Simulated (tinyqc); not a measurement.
Ferroelectric with a first-order transition, Landau-Devonshire energy: one step of the calculation.

One domain with free energy u = al P^2 + be P^4 + ga P^6 - E P, al = a0 (T - T0), be < 0 < ga (P in uC/cm^2, E in kV/cm, u in mJ/cm^3). Equilibrium: E = 2 al P + 4 be P^3 + 6 ga P^5; a state is stable against small changes where dE/dP > 0. The coercive field is that of uniform switching, which real films, switching by domains, do not reach.

Problem. Spontaneous polarisation, coercive field and susceptibility. Ps^2 = [-be + sqrt(be^2 - 3 al ga)]/(3 ga); Pc^2 = [-3 be + sqrt(9 be^2 - 15 al ga)]/(15 ga), Ec = -E(Pc); susceptibility chi = 1/(eps0 dE/dP).

Values chosen for this exercise:

| symbol | value | unit | meaning |
|---|---|---|---|
| a0 | 0.012 | kV cm/(uC K) | slope of the quadratic coefficient |
| T0 | 600 | K | Curie-Weiss temperature |
| be | -0.0011 | kV cm^5/uC^3 | quartic coefficient |
| ga | 1.7e-6 | kV cm^9/uC^5 | sixth-order coefficient |
| T | 520 | K | temperature |

Constants: eps0 = 8.8541878128e-14 F/cm where lengths are in cm. Results are converted to the units shown.

Wanted: al; Ps; u(Ps) at E = 0; Pc; Ec; chi at Ps.

Solution.

al = -0.9600 kV cm/uC
Ps = 26.46 uC/cm^2
u(Ps) at E = 0 = -627.9 mJ/cm^3
Pc = 19.04 uC/cm^2
Ec = 41.40 kV/cm
chi at Ps = 815.9

Computed by the program tinyqc: `OMP_NUM_THREADS=1 python tinyqc.py 2860146 2860147 out.jsonl`, one thread of a shared Intel Xeon 2.30GHz, about 0.01 s for the whole run.
